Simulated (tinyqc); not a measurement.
Carrier lifetime of an n-type layer with SRH, radiative, Auger and surface recombination: effect of the temperature at dn = 1e17 cm^-3.

Uniform excess density dn = dp (no trapping), n = n0 + dn, p = p0 + dn, Boltzmann statistics, full ionisation. Surfaces enter as a rate 2 S dn/d, which holds while diffusion to them is fast.

Nc and Nv are given at 350 K and scale as (T/350 K)^1.5; all else is held fixed. ni = sqrt(Nc Nv) exp(-Eg/(2 Vt)), Eg in volts; majority density N/2 + sqrt(N^2/4 + ni^2), n0 p0 = ni^2; n1 = Nc exp(-Et/Vt), p1 = Nv exp((Et - Eg)/Vt); tn0 = 1/(sn vth Nt), tp0 = 1/(sp vth Nt). With e = n p - ni^2 = dn (n0 + p0 + dn): U_SRH = e/(tp0 (n + n1) + tn0 (p + p1)), U_rad = B e, U_Aug = (Cn n + Cp p) e, U_s = 2 S dn/d. Each tau is dn over its rate; tau = dn/U with U the sum. Here dn = 1e17 cm^-3.

Inputs (values chosen for the exercise); band and dielectric values close to those of silicon: band gap Eg = 1.1 eV; conduction-band density of states at the reference temperature Nc = 3.53e19 cm^-3; valence-band density of states at the reference temperature Nv = 3.3e19 cm^-3; radiative coefficient B = 4.69e-15 cm^3/s; donor density N = 9.5e14 cm^-3; Auger coefficient (two electrons) Cn = 2.4e-31 cm^6/s; Auger coefficient (two holes) Cp = 1.7e-31 cm^6/s; trap density Nt = 6e10 cm^-3; capture cross-section for electrons sn = 7e-17 cm^2; capture cross-section for holes sp = 2e-17 cm^2; thermal velocity (both carriers) vth = 2e7 cm/s; trap level below the conduction band Et = 0.67 eV; surface recombination velocity (both faces) S = 800 cm/s; sample thickness d = 6 um.

Constants: q = 1.602176634e-19 C, kB = 1.380649e-23 J/K, Vt = kB T/q. Results are converted to the units shown.

The same in every row: tau_s (s) = 3.750e-7.

Effect of the temperature at dn = 1e17 cm^-3:

| T (K) | tau_SRH (s) | tau_rad (s) | tau_Aug (s) | tau (s) | radiative share (%) | largest path |
|---|---|---|---|---|---|---|
| 200 | 0.05346 | 0.002112 | 2.403e-4 | 3.743e-7 | 0.01772 | surface |
| 240 | 0.05346 | 0.002112 | 2.403e-4 | 3.743e-7 | 0.01772 | surface |
| 280 | 0.05346 | 0.002112 | 2.403e-4 | 3.743e-7 | 0.01772 | surface |
| 320 | 0.05346 | 0.002112 | 2.403e-4 | 3.743e-7 | 0.01772 | surface |
| 360 | 0.05346 | 0.002112 | 2.403e-4 | 3.743e-7 | 0.01772 | surface |
| 400 | 0.05348 | 0.002112 | 2.403e-4 | 3.743e-7 | 0.01772 | surface |
| 440 | 0.05352 | 0.002112 | 2.403e-4 | 3.743e-7 | 0.01772 | surface |
| 480 | 0.05365 | 0.002112 | 2.402e-4 | 3.743e-7 | 0.01773 | surface |

Surface recombination leads at T = 200 and in all other rows. tau_SRH stays near 0.0535 s and the total lifetime stays near 3.74e-7 s.

tinyqc, about 0.01 s, one thread, Intel Xeon 2.30GHz (shared host): `OMP_NUM_THREADS=1 python tinyqc.py 2300065 2300066 out.jsonl`
